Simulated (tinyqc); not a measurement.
# Worked calculation: MOSFET in the linear regime without short-channel effects, parameter extraction from computed curves

Numbers from tinyqc (`OMP_NUM_THREADS=1 python tinyqc.py 2210077 2210078 out.jsonl`; about 0.01 s on one thread of a shared Intel Xeon 2.30GHz). Printed values are rounded.

Inversion charge Q = Cox n Vt W0(exp((Vg - VT)/(n Vt))), W0 the Lambert function and n = nf; u = Q/Cox; mobility mu = mu0/(1 + th1 u + th2 u^2); channel resistance Rch = (L - dL)/(W mu Q); Id = Vd/(Rch + Rsd/W). Cox = eps0 eox/tox. Small Vd, no channel-length or drain effects.

Values chosen for this exercise; channel values of the order met in silicon transistors:
- T = 300 K (temperature)
- eox = 3.9 (relative permittivity of the gate insulator (close to silicon dioxide))
- tox = 3.3 nm (insulator thickness)
- mu0 = 220 cm^2/(V s) (low-field mobility)
- th1 = 0.28 1/V (first mobility attenuation factor)
- th2 = 0 1/V^2 (second mobility attenuation factor)
- VT = 0.43 V (threshold voltage)
- nf = 1.45 (body factor)
- W = 0.5 um (gate width)
- L = 0.14 um (drawn gate length)
- dL = 0.017 um (drawn less effective length)
- Rsd = 360 ohm um (source plus drain resistance)
- Vd = 0.025 V (drain voltage)

Constants: q = 1.602176634e-19 C, kB = 1.380649e-23 J/K, Vt = kB T/q, eps0 = 8.8541878128e-14 F/cm where lengths are in cm. Results are converted to the units shown.

## Transfer curve

| point | Vg (V) |
|---|---|
| 0 | 0.23 |
| 1 | 0.33 |
| 2 | 0.43 |
| 3 | 0.53 |
| 4 | 0.63 |
| 5 | 0.73 |
| 6 | 0.83 |
| 7 | 0.93 |
| 8 | 1.03 |
| 9 | 1.13 |
| 10 | 1.23 |
| 11 | 1.33 |

u, mu, Rch and Id as defined.

| point | u (V) | mu (cm^2/(V s)) | Rch (ohm) | Id (uA) |
|---|---|---|---|---|
| 0 | 1.79738e-4 | 219.989 | 5.94558e6 | 0.00420429 |
| 1 | 0.00243807 | 219.850 | 4.38595e5 | 0.0569068 |
| 2 | 0.0212596 | 218.698 | 50563.3 | 0.487488 |
| 3 | 0.0743359 | 215.514 | 14674.4 | 1.62396 |
| 4 | 0.148417 | 211.222 | 7499.14 | 3.04168 |
| 5 | 0.231718 | 206.596 | 4910.83 | 4.43984 |
| 6 | 0.319658 | 201.927 | 3642.14 | 5.73113 |
| 7 | 0.410300 | 197.330 | 2903.63 | 6.89916 |
| 8 | 0.502687 | 192.855 | 2424.97 | 7.94920 |
| 9 | 0.596287 | 188.524 | 2091.29 | 8.89272 |
| 10 | 0.690773 | 184.345 | 1846.16 | 9.74218 |
| 11 | 0.785935 | 180.319 | 1658.85 | 10.5093 |

## Threshold and mobility at the peak transconductance

gm_i = (Id_(i+1) - Id_(i-1))/(Vg_(i+1) - Vg_(i-1)); at the point j of largest gm the tangent meets the axis at V_ext = Vg_j - Id_j/gm_j; field-effect mobility gm_j L/(W Cox Vd) with the drawn L.

| point | gm (uS) |
|---|---|
| 1 | 2.41642 |
| 2 | 7.83529 |
| 3 | 12.7710 |
| 4 | 14.0794 |
| 5 | 13.4472 |
| 6 | 12.2966 |
| 7 | 11.0903 |
| 8 | 9.96780 |
| 9 | 8.96488 |
| 10 | 8.08271 |

j = 4
V_ext = 0.413962 V
field-effect mobility = 150.696 cm^2/(V s)

V_ext is 16 mV below the model VT, and the mobility so found is 40 % below mu0 L/(L - dL) = 250 cm^2/(V s), the value for the drawn L; attenuation, series resistance and the slow approach of Q to a straight line all lower the peak gm.

## The Y function

Y_i = Id_i/sqrt(gm_i). For Id = beta Vd x/(1 + th x), x = Vg - VT, Y = sqrt(beta Vd) x whatever th. Slope s from points 7 and 10; VT_Y = Vg - Y/s at point 10; beta = s^2/Vd; mobility beta L/(W Cox) with the drawn L; th* = (beta Vd x/Id - 1)/x at point 10.

| point | Y (uA^0.5 V^0.5) |
|---|---|
| 1 | 0.0366082 |
| 2 | 0.174155 |
| 3 | 0.454428 |
| 4 | 0.810628 |
| 5 | 1.21074 |
| 6 | 1.63436 |
| 7 | 2.07168 |
| 8 | 2.51781 |
| 9 | 2.97004 |
| 10 | 3.42671 |

s = 4.51676 uA^0.5 V^-0.5
VT_Y = 0.471334 V
beta = 816.043 uA/V^2
mobility from Y = 218.359 cm^2/(V s)
th* = 0.775997 1/V

The mobility from Y is 13 % below mu0 L/(L - dL) = 250 cm^2/(V s), which it should reach in deep inversion when th2 = 0. th* compares with th1 + mu0 Cox Rsd/(L - dL) = 0.954 1/V, since series resistance enters like th1. The match is poor here: at these overdrives Q is not yet a straight line in Vg.
